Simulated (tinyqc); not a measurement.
## Scale length and length offset from two DIBL values

Inverse problem. DIBL = exp(-Le/(2 l)) + 2 exp(-Le/l) with Le = L - dL. Find l, dL and the drawn length for a DIBL of 100 mV/V.

DIBL at drawn lengths 66 and 100 nm (mV/V): [138.24704, 35.736192]

Solution. With e = exp(-Le/(2 l)), 2 e^2 + e = DIBL gives e and so Le/l at each length; Le/l is a straight line in L with slope 1/l.

l = 14.0 nm
dL = 4.90 nm
length for 100 mV/V = 73.8 nm

Program tinyqc, `OMP_NUM_THREADS=1 python tinyqc.py 2002199 2002200 out.jsonl`; Intel Xeon 2.30GHz, shared host, one thread, about 0.01 s.
